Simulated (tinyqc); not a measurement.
Thickness series: Landau-Devonshire theory of a uniaxial ferroelectric. Computed by tinyqc, a small Python program. Command: `OMP_NUM_THREADS=1 python tinyqc.py 3018924 3018925 out.jsonl ferro walk`. One thread of a shared host (Intel(R) Xeon(R) Processor @ 2.30GHz), about 0.01 s of CPU time with the checks.

G(P) = (alpha/2) P^2 + (beta*/4) P^4 + (gamma/6) P^6 - E P per volume, SI units, one domain, P along the polar axis, which is normal to the film.

Inputs (values chosen for the exercise, for a model ferroelectric):
```
quantity                          value             unit
alpha_0                          206000      J m/(C^2 K)
Curie-Weiss temperature T0          740                K
beta                           2.79e+09        J m^5/C^4
gamma                          1.11e+10        J m^9/C^6
temperature T                       550                K
misfit strain u_m               -0.0048                -
electrostriction Q12             -0.017          m^4/C^2
compliance s11 + s12            5.6e-12            m^2/N
film thickness d                    3.3               nm
screening length lambda           0.017               nm
background permittivity eps_b        10                -
series capacitance C_d              2.7  microfarad/cm^2
```

Sample: epitaxial film.

Constants: eps_0 = 8.8541878128e-12 F/m.

Method:
- alpha = alpha_0 (T - T0*), with clamping: T0* = T0 + 4 Q12 u_m/(alpha_0 (s11 + s12)), beta* = beta + 4 Q12^2/(s11 + s12).
- Ps^2 = [-beta* + sqrt(beta*^2 - 4 alpha gamma)]/(2 gamma).
- chi = 1/(eps_0 G''), G'' = alpha + 3 beta* P^2 + 5 gamma P^4 at Ps. Ps, chi and the coercive field are for perfect screening, without a depolarising field. The intrinsic coercive field is |alpha P + beta* P^3 + gamma P^5| at the P_c where G'' = 0. 1 C/m^2 = 100 microcoulomb/cm^2.
- Between shorted electrodes with screening length lambda each, the depolarising field is -k P, k = 2 lambda/(eps_0 (d + 2 lambda eps_b)), so alpha turns into alpha + k.
- The polar state is the lowest uniform state while alpha + k < 0 (beta* > 0) or < 3 beta*^2/(16 gamma) (beta* < 0); setting the equality gives the critical thickness d_c.
- Domains are left out, though they can pre-empt both the loss of P and the state at P = 0. The second and third columns are for the shorted capacitor, polar only where it is the lowest uniform state: alpha + k < 0 (beta* > 0) or < 3 beta*^2/(16 gamma) (beta* < 0). The last column is another circuit, the film in series with C_d at P = 0: 1/C = (alpha d)/(1 + alpha eps_0 eps_b) + 1/C_d, and P = 0 is locally stable while 1/C > 0; a dash marks the rest.

alpha = -9.74257e+07 J m/C^2

beta* = 2.99643e+09 J m^5/C^4

critical thickness d_c = 39.0746 nm

spontaneous polarisation Ps = 17.1253 microcoulomb/cm^2

Against thickness:
```
d (nm)  P (microcoulomb/cm^2)  depolarising field (MV/m)  C of the stack / C_d
1                       0.000                     0.0000                1.0027
2                       0.000                     0.0000                1.0053
3                       0.000                     0.0000                1.0080
5                       0.000                     0.0000                1.0134
8                       0.000                     0.0000                1.0217
15                      0.000                     0.0000                1.0415
30                      0.000                     0.0000                1.0865
60                     10.412                     6.6259                1.1893
150                    14.889                     3.8030                1.6612
```

The polar state appears between 30 and 60 nm (d_c = 39.1 nm), and at 150 nm P is 86.9 % of Ps. The stack exceeds C_d wherever it is stable, up to 1.66 times: the ferroelectric held at P = 0 acts as a negative capacitance.

Extremes, crossings and ranges named in words are read from the listed rows.
